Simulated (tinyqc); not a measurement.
Growth of the error with array size.

Square N x N arrays wired as follows: each row is driven at its left end through one segment rw, neighbouring nodes are joined by rw, each column ends in one more rw and a virtual ground. All cells have G = 23.0 uS and all rows V = 0.1 V, so the ideal current is N V G. The nodal equations are solved exactly.

Inputs (values chosen for the exercise): wire resistance between neighbouring cells rw = 20 ohm.

Results:
```
N,ideal (uA),first column (uA),last column (uA),error of the last column (%),100 N^2 rw G
2,4.600,4.590,4.588,-0.2524,0.1840
4,9.200,9.152,9.127,-0.7988,0.7360
8,18.40,18.12,17.89,-2.754,2.944
12,27.60,26.79,26.02,-5.741,6.624
16,36.80,35.05,33.28,-9.577,11.78
20,46.00,42.83,39.54,-14.05,18.40
```

Estimate the missing row, N = 6.

Computed row:
```
N,ideal (uA),first column (uA),last column (uA),error of the last column (%),100 N^2 rw G
6,13.80,13.67,13.57,-1.637,1.656
```

With this row back in the table: The error of the last column goes from -0.252 % at N = 2 to -14.0 % at N = 20, as N^(1.79) between N = 4 and 8 and N^(1.72) between the last two rows. The scale N^2 rw G (N segments carrying the current of up to N cells) is 1.07 times the error at N = 8. The last column carries 0.923 of the current of the first at N = 20.

Numbers from tinyqc (`OMP_NUM_THREADS=1 python tinyqc.py 2880036 2880037 out.jsonl`; about 0.02 s on one thread of a shared Intel Xeon 2.30GHz).
